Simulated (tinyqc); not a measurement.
Density dependence: plasmons of a degenerate electron gas in the random-phase approximation.

Zero temperature, parabolic band: kF = (3 pi^2 n)^(1/3), EF = c kF^2/m, Ep^2 = 8 pi c e2 n/(m eb), qTF^2 = 6 pi e2 n/(eb EF), c = hbar^2/2m0, e2 = e^2/(4 pi eps0), n in 1/angstrom^3 (1e-24 per 1/cm^3).

Lindhard function: eps(q, E)/eb = 1 + (qTF/q)^2 (f1 + i f2) with z = q/(2 kF), u = E/(hbar vF q), hbar vF = 2 c kF/m; f1 = 1/2 + [h(z - u) + h(z + u)]/(8 z), h(x) = (1 - x^2) ln|(x + 1)/(x - 1)|; f2 = pi u/2 for z + u < 1, (pi/(8 z))(1 - (z - u)^2) for |z - u| < 1 < z + u, else 0. Pairs exist for c (q^2 - 2 q kF)/m < E < c (q^2 + 2 q kF)/m.

Constants: hbar^2/2m0 = 3.80998211 eV angstrom^2; e^2/(4 pi eps0) = 14.39964547 eV angstrom; a0 (Bohr radius) = 0.5291772105 angstrom.

Values chosen for the exercise (out of a larger set: a free-electron density near that of Na; not measured data): n = 2.59e+22 1/cm^3 (electron density); m = 1 m0 (mass); eb = 1 (background dielectric constant).

n is multiplied by the factor listed.

Results:
```
factor     rs  EF (eV)  Ep (eV)  Ep/EF  qc/kF  alpha = 3 EF/(5 Ep)
0.10    8.536   0.6877    1.890  2.748  1.251                0.218
0.20    6.775    1.092    2.673  2.448  1.149                0.245
0.50    4.992    2.011    4.226  2.101  1.026                0.286
2.0     3.145    5.067    8.451  1.668  0.864                0.360
5.0     2.317    9.334    13.36  1.432  0.771                0.419
10      1.839    14.82    18.90  1.275  0.706                0.470
```

Give the missing row, factor = 1.0.

Computed row:
```
factor     rs  EF (eV)  Ep (eV)  Ep/EF  qc/kF  alpha = 3 EF/(5 Ep)
1.0     3.962    3.192    5.976  1.872  0.942                0.320
```

Over two decades Ep grows by 10.0 (n^(1/2)) and EF by 21.5 (n^(2/3)), so Ep/EF falls from 2.748 to 1.275 as sqrt(rs), and qc/kF from 1.251 to 0.706: in a dense gas the plasmon enters the continuum earlier on the scale of kF. alpha is the coefficient in E = Ep + alpha hbar^2 q^2/(m m0). The random-phase values are only rough in the rows with rs above about 2 (up to 8.5 here).

(tinyqc, `OMP_NUM_THREADS=1 python tinyqc.py 1651202 1651203 out.jsonl`, Intel(R) Xeon(R) Processor @ 2.30GHz, 1 thread, shared host, about 0.01 s.)
